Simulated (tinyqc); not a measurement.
## Doping and offset from the band bending

Problem. An n-N heterojunction in equilibrium with Boltzmann electrons and no holes obeys er1 N1 g(u1/Vt) = er2 N2 g(-u2/Vt), g(t) = exp(t) - t - 1, where u1 = psi_j - psi_L and u2 = psi_R - psi_j, and u1 + u2 = dEc + Vt ln(N2 Nc1/(N1 Nc2)). Find N2 and dEc.

Values chosen for this exercise; band and dielectric values close to those of CdTe and CdS:

| symbol | value | unit | meaning |
|---|---|---|---|
| T | 400 | K | temperature |
| er1 | 10.1 |  | relative permittivity of material 1 |
| Nc1 | 1.25e18 | cm^-3 | conduction-band density of states of material 1 |
| er2 | 9.01 |  | relative permittivity of material 2 |
| Nc2 | 3.37e18 | cm^-3 | conduction-band density of states of material 2 |
| N1 | 1.1e17 | cm^-3 | donor density of material 1 |

Constants: q = 1.602176634e-19 C, kB = 1.380649e-23 J/K, Vt = kB T/q. Results are converted to the units shown.

bending psi_j - psi_L = -0.081108660 V
bending psi_R - psi_j = -0.042386129 V

Solution. Continuity of D gives N2 directly; the sum of the bendings then gives the offset.

N2 = 1.500e17 cm^-3
dEc = -0.1000 eV

Numbers from tinyqc (`OMP_NUM_THREADS=1 python tinyqc.py 2040017 2040018 out.jsonl`; about 0.01 s on one thread of a shared Intel Xeon 2.30GHz).
